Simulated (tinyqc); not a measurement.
Bending a trimer: Tersoff bond-order potential. Computed by tinyqc, a small Python program. Command: `OMP_NUM_THREADS=1 python tinyqc.py 3020247 3020248 out.jsonl tersoff sweep`. One thread of a shared host (Intel(R) Xeon(R) Processor @ 2.30GHz), about 0.01 s of CPU time with the checks.

E = (1/2) sum_(i, j != i) [A exp(-lambda r_ij) - b_ij B exp(-mu r_ij)], b_ij = (1 + (beta zeta_ij)^n)^(-1/(2n)), zeta_ij = sum_(k != i, j) g(theta_ijk), g = 1 + c^2/d^2 - c^2/(d^2 + (h - cos theta)^2), with theta at atom i. Only nearest neighbours count (cut-off function 1 for them, 0 beyond).

Inputs (values chosen for the exercise, modelled on carbon):
```
quantity             value        unit
A                   1397.1          eV
B                   349.46          eV
lambda              3.4879  1/angstrom
mu                  2.2119  1/angstrom
beta              1.64e-07           -
n                   0.7333           -
c                    37510           -
d                    4.362           -
h                   -0.552           -
bond length r_12      1.46    angstrom
bond length r_13      1.55    angstrom
```

Method. Atom 1 binds atoms 2 and 3, which do not interact. b_12 = b_13 follow from zeta = g(theta); b_21 = b_31 = 1. E = sum over the two bonds of A exp(-lambda r) - (b + 1)/2 B exp(-mu r).

One run for each value:
```
angle theta at atom 1 (degrees)  energy of the trimer (eV)  bond order b_12   g(theta)
90                                                   -8.27           0.8374  1.166e+06
100                                                  -9.02           0.8975  5.522e+05
120                                                 -10.23           0.9936  1.051e+04
130                                                 -10.13           0.9857  3.202e+04
140                                                  -9.71           0.9520  1.776e+05
160                                                  -8.98           0.8943  5.796e+05
180                                                  -8.72           0.8734  7.719e+05
```

Give the missing row, angle theta at atom 1 (degrees) = 110.

Computed row:
```
angle theta at atom 1 (degrees)  energy of the trimer (eV)  bond order b_12   g(theta)
110                                                  -9.73           0.9533  1.710e+05
```

Interpolating between the two neighbouring rows (linearly) misses most in g(theta), by 65 %. Over the rows, energy of the trimer (eV) goes from -8.27 through a minimum among these rows, -10.2 at 120, to -8.72; bond order b_12 goes from 0.837 through a maximum among these rows, 0.994 at 120, to 0.873; g(theta) goes from 1.17e6 through a minimum among these rows, 10500 at 120, to 772000. The bond order is largest where g is least, at cos theta = h, 123.5 degrees.

Extremes, crossings and ranges named in words are read from the listed rows.
